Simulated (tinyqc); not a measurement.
Worked calculation: electrons shared among three sets of ellipsoidal valleys. Values are carried at full precision from step to step, so a last printed digit may differ when a step is redone from the rounded ones.

Constants: hbar^2/2m0 = 3.80998211 eV angstrom^2; kB = 8.617333262e-05 eV/K.

Inputs chosen for the exercise (masses and offsets near those of AlAs; mobilities are free inputs, held fixed; the results hold for these values, not for the real material): ml = (0.952, 1.25, 0.143) m0 (longitudinal masses of X, L, Gamma); mt = (0.2305, 0.1508, 0.143) m0 (transverse masses); M = (3, 4, 1) (valleys in each set); T = 200 K; dE = (0, 0.21, 0.839) eV (edges of X, L, Gamma above the first); n = 4e+17 1/cm^3 (total electron density); mu = (260, 320, 1500) cm^2/(V s) (mobility of each set).

## Masses of each set

One valley: m_d = (ml mt^2)^(1/3). Whole set: m_de = M^(2/3) m_d. Mean over three axes: 1/m_c = (1/ml + 2/mt)/3. Anisotropy K = ml/mt.

m_d, m_de, m_c (m0) and K of each set:
```
set       m_d    m_de     m_c     K
X      0.3698  0.7693  0.3084  4.13
L      0.3052  0.7690  0.2133  8.29
Gamma  0.1430  0.1430  0.1430  1.00
```

m_de/m_c is 2.49 for X, 3.60 for L, 1.00 for Gamma: many anisotropic valleys give many states at a light conductivity mass. m_c is the mean over three axes; a set that holds only some of the equivalent valleys conducts with a mass that depends on direction.

## Effective densities of states

N_i = M_i times N = 2 (m kB T/(4 pi c))^(3/2) with c = hbar^2/2m0, in 1/angstrom^3; times 1e24 for 1/cm^3, with m = (ml mt^2)^(1/3).

kT = 0.017235 eV

N_i (1/cm^3): X 9.2161e+18, L 9.2119e+18, Gamma 7.3865e+17

## Fermi level and populations

F_j(eta) = (1/Gamma(j + 1)) integral_0^infinity x^j dx/(1 + exp(x - eta)), which tends to exp(eta) for eta << 0.

Solve n = sum_i N_i F_1/2((EF - dE_i)/kT), energies from the edge of the first set.

EF = -0.0538 eV

eta_i: X -3.12, L -15.31, Gamma -51.80

n_i (1/cm^3): X 4.00e+17, L 2.07e+12, Gamma 2.35e-05

shares: X 1.0000, L 0.0000, Gamma 0.0000

X holds most electrons (100.0 %). Boltzmann weights N_i exp(-dE_i/kT) would give L a share of 0.0000.

## Drift and Hall mobility of the mixture

With f_i the shares, mu_drift = sum f_i mu_i; low-field Hall mobility mu_H = sum f_i mu_i^2/mu_drift (scattering and anisotropy factors set to 1); the Hall density is n mu_drift/mu_H; rho = 1/(e n mu_drift), e = 1.602176634e-19 C.

mu_drift = 260 cm^2/(V s)
mu_H = 260 cm^2/(V s)
Hall density = 4.00e+17 1/cm^3
rho = 0.0600 ohm cm

A Hall measurement would read 100.0 % of the true density. The mobilities are of the size met in pure crystals; at this density impurities would cut them and raise rho, by a factor of two to ten or more depending on crystal and density.

## Checks

- Share of L at n = 1e10 1/cm^3 against the Boltzmann weight: both 5.105e-06.

Program tinyqc; command `OMP_NUM_THREADS=1 python tinyqc.py 1652112 1652113 out.jsonl`; about 0.01 s on one thread of a shared Intel(R) Xeon(R) Processor @ 2.30GHz.
